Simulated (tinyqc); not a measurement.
Epitaxial growth on a vicinal surface: Burton-Cabrera-Frank step flow, step-edge barrier and island nucleation: one step, computed by the program tinyqc.

Adatoms land at rate F, hop on a square grid (a simplification for hexagonal faces), desorb, or join steps. Lengths are in units of a and n is the adatom coverage. Steps ascend at x = 0 and descend at x = l.

Question. Scales. D = nu exp(-E_d/(k_B T)) (a^2/s, nu counted per direction); tau = exp(E_a/(k_B T))/nu; x_s = sqrt(D tau); n_eq = exp(-E_f/(k_B T)); terrace width l = h/(a tan(miscut)); Schwoebel length l_s = exp(E_s/(k_B T)) - 1. Temperatures in kelvin are T(C) + 273.15.

Inputs (values chosen for the exercise, close to those used for GaAs(001)):
```
quantity                     value      unit
site spacing a                   4  angstrom
step height h                 2.83  angstrom
diffusion barrier E_d         1.39        eV
desorption energy E_a         2.57        eV
adatom formation energy E_f   0.83        eV
step-edge barrier E_s         0.11        eV
attempt frequency nu             1       THz
miscut angle                     4   degrees
temperature T                  660         C
```

Constants: k_B = 8.617333262e-05 eV/K.

Give: D; lifetime tau; diffusion length x_s; equilibrium coverage n_eq; terrace width l; Schwoebel length l_s.

Answer.

D = 31107 a^2/s

lifetime tau = 75.88 s

diffusion length x_s = 1536 a

equilibrium coverage n_eq = 3.291e-05

terrace width l = 10.12 a

Schwoebel length l_s = 2.927 a

l/x_s = 0.00659: nearly every adatom reaches a step.
